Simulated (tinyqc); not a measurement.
FinFET, parasitic resistance, capacitance and delay: effect of the fin pitch.

Nf fins under one contact; each has gated perimeter p = 2 Hf + Wf and cross-section A = Hf Wf; contact width Wc = Nf pf, stack height Hs = Hf. Contact length Lc = CPP - Lg - 2 Lsp, shared by two neighbouring gates. Source and drain sides are equal. The formulas are first-order estimates, not field solutions.

Epitaxy sheet resistance Rsh = re/te, transfer length LT = sqrt(rc/Rsh), contact Rc = [sqrt(rc Rsh)/Wc] coth(Lc/(2 LT)); extension of one fin Rx = rx Lsp/A. With N fins: gate Cg = Cinv p N Lg; per side, plate Cp = ks eps0 [Wc (Hs + Hc) - N A]/Lsp, top fringe Cf = (2/pi) ks eps0 Wc ln(1 + Lg/(2 Lsp)), overlap Co = Cinv p N Lov. One fin: I = p Q vx u/(1 + |u|^1.8)^(1/1.8), Q = Cinv n Vt ln(1 + exp((Vg' - VT + dl Vd')/(n Vt))), u = Vd' mu/(vx Lg), Vg' = Vgs - v, Vd' = Vds - 2 v, with the drop on each side v = Rc (sum of I) + Rx I. Ieff = [I(Vgs = Vdd, Vds = Vdd/2) + I(Vdd/2, Vdd)]/2, total currents. With Cs = Cp + Cf + Co, the load of an inverter of two such devices driving an equal one is CL = 2 (Cg + 2 Cs) + 4 Cs + Cw (own drains counted twice for the Miller effect); delay CL Vdd/(2 Ieff).

Values chosen for this exercise; values close to those of silicon logic devices:
```
symbol,value,unit,meaning
T,300,K,temperature
Nf,3,,number of fins
Hf,50,nm,fin height
Wf,5,nm,fin width
CPP,60,nm,contacted gate pitch
Lg,20,nm,gate length
Lsp,6,nm,spacer length
ks,4.5,,relative permittivity of the spacer
Hc,30,nm,gate height above the channel stack
rc,7.4e-10,ohm cm^2,contact resistivity
re,0.0004,ohm cm,resistivity of the source-drain epitaxy
te,15,nm,current-carrying depth of the epitaxy
rx,0.0019,ohm cm,resistivity of the extension
Lov,1,nm,gate overlap
Cinv,3.2,uF/cm^2,inversion capacitance
vx,9e6,cm/s,injection velocity
mu,200,cm^2/(V s),apparent mobility
VT,0.26,V,threshold at zero drain voltage
dl,0.04,V/V,barrier lowering
n,1.09,,subthreshold factor
Cw,0.28,fF,wire load
Vdd,0.65,V,supply voltage
```

Constants: q = 1.602176634e-19 C, kB = 1.380649e-23 J/K, eps0 = 8.8541878128e-12 F/m, Vt = kB T/q. Results are converted to the units shown.

The same in every row: Rx/N (ohm) = 152.0.

Effect of the fin pitch:

| pf (nm) | Rc (ohm) | Ieff (uA) | CL (aF) | delay (ps) |
|---|---|---|---|---|
| 18 | 119.9 | 162.4 | 964.2 | 1.929 |
| 22 | 98.11 | 166.0 | 1018 | 1.993 |
| 26 | 83.02 | 168.5 | 1071 | 2.066 |
| 30 | 71.95 | 170.3 | 1124 | 2.146 |
| 36 | 59.96 | 172.4 | 1204 | 2.271 |
| 44 | 49.05 | 174.2 | 1311 | 2.446 |

As pf goes from 18 to 44 nm, Ieff rises from 162 to 174 uA, CL rises from 964 to 1310 aF and the delay rises from 1.93 to 2.45 ps.

tinyqc, about 0.03 s, one thread, Intel Xeon 2.30GHz (shared host): `OMP_NUM_THREADS=1 python tinyqc.py 2170034 2170035 out.jsonl`
